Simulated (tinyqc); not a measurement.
Phonon transmission through an interface between two chains by Green functions: one step, computed by the program tinyqc.

Two semi-infinite chains (masses m_1, m_2; springs k_1, k_2), motion along the chain. The central region holds the end atom of each chain, joined by springs k_b. lambda = omega^2 in eV/(angstrom^2 u); nu = 15.6333042 THz x sqrt(lambda).

Task: Self-energies and the matrix at the probe frequency. In chain i, sin(q_i a/2) = nu/nu_max,i. An outgoing wave makes the next atom move as exp(i q_i a) times the end atom, so the lead adds the self-energy Sigma_i = -k_i exp(i q_i a) to the force-constant matrix; Gamma_i = -2 Im Sigma_i = 2 k_i sin(q_i a). A = lambda M - K - Sigma over the central atoms, with K_ii the sum of the springs at i, K_(i,i+1) = -k_b; G = inverse of A; transmission = Gamma_1 Gamma_2 |G_(first,last)|^2.

Inputs (values chosen for the exercise, for two model chains):
```
quantity,value,unit
mass m_1,16.2,u
spring k_1,6.96,eV/angstrom^2
mass m_2,93.8,u
spring k_2,9.88,eV/angstrom^2
junction spring k_b,8.15,eV/angstrom^2
```

Atoms in the interlayer: none.

probe frequency = 3.145716 THz

band top of chain 1 = 20.49405 THz

band top of chain 2 = 10.14747 THz

Constants: nu for 1 eV/(angstrom^2 u) = 15.6333042 THz.

Give: q_1 a; q_2 a; Gamma_1; Gamma_2; A (complex symmetric).

Result:

q_1 a = 0.30821 rad

q_2 a = 0.63039 rad

Gamma_1 = 4.2226 eV/angstrom^2

Gamma_2 = 11.648 eV/angstrom^2

A (complex symmetric) (eV/angstrom^2):
```
,end of 1,end of 2
end of 1,-7.8220+2.1113i,8.1500
end of 2,8.1500,-6.2511+5.8238i
```
